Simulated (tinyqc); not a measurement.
Threshold spread from leakage statistics.

Inverse problem. VT is Gaussian with standard deviation s and Ioff goes as exp(-VT/(n Vt)), so Ioff is log-normal: mean/median = exp(w^2/2) with w = s/(n Vt). Find w, s, the relative standard deviation sqrt(exp(w^2) - 1) and the share of devices that leak more than the mean, erfc(w/(2 sqrt(2)))/2.

Parameters, values chosen for the exercise: temperature T = 300 K; subthreshold factor n = 1.48.

Constants: q = 1.602176634e-19 C, kB = 1.380649e-23 J/K, Vt = kB T/q. Results are converted to the units shown.

mean/median of the off current = 1.0119629

Solution. w = sqrt(2 ln(mean/median)); the mean lies w/2 standard deviations out in ln Ioff.

w = 0.154
s = 5.90 mV
relative standard deviation = 0.155
share above the mean = 46.9 %

Program tinyqc, `OMP_NUM_THREADS=1 python tinyqc.py 2090089 2090090 out.jsonl`; Intel Xeon 2.30GHz, shared host, one thread, about 0.01 s.
